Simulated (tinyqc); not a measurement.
# Voltage acceleration of oxide breakdown, four models on the same data: lifetime against voltage in four models

Field E = V/tox in MV/cm. Models: ln(t63/1 s) = a - c X with X = E (E model), -1/E (1/E model), ln V (power law, c the exponent n) or sqrt(E).

a and c were fitted to stress data from 4.54 to 5.82 V. Project to Vu, multiply by exp[(Ea q/kB)(1/Tu - 1/Ts)] and by ks; ten years are 3.15576e8 s.

Parameters, values chosen for the exercise: oxide thickness tox = 4.3 nm; stress temperature Ts = 423 K; use temperature Tu = 378 K; activation energy Ea = 0.49 eV; factor for area and percentile ks = 0.00018.

Constants: q = 1.602176634e-19 C, kB = 1.380649e-23 J/K. Results are converted to the units shown.

| model | c | a |
|---|---|---|
| E | 2.67831 | 37.4747 |
| 1/E | 379.567 | -26.6323 |
| power | 32.0008 | 57.6778 |
| sqrt E | 18.5329 | 69.4506 |

Lifetime against voltage in four models:

| Vu (V) | log10 years, E | log10 years, 1/E | log10 years, power | log10 years, sqrt E |
|---|---|---|---|---|
| 2.08 | 0.09972 | 11.96 | 4.322 | 1.911 |
| 2.54 | -1.145 | 5.792 | 1.545 | 0.05136 |
| 2.99 | -2.362 | 1.592 | -0.7215 | -1.611 |
| 3.45 | -3.606 | -1.569 | -2.710 | -3.185 |
| 3.91 | -4.851 | -3.986 | -4.450 | -4.657 |
| 4.37 | -6.095 | -5.895 | -5.996 | -6.045 |
| 4.82 | -7.312 | -7.409 | -7.358 | -7.334 |
| 5.28 | -8.556 | -8.690 | -8.625 | -8.591 |

What does the table show?

The four agree within 0.13 decades in the last row, inside the stress range, and part by 11.9 decades in the first. The local exponent -d ln t/d ln V is c E for the E model, which shrinks as V falls, constant for the power law, and c/E for the 1/E model, which grows as V falls.

Range of the model: All four laws are empirical fits; none is established far below the stress range.

tinyqc, about 0.01 s, one thread, Intel Xeon 2.30GHz (shared host): `OMP_NUM_THREADS=1 python tinyqc.py 2070107 2070108 out.jsonl`
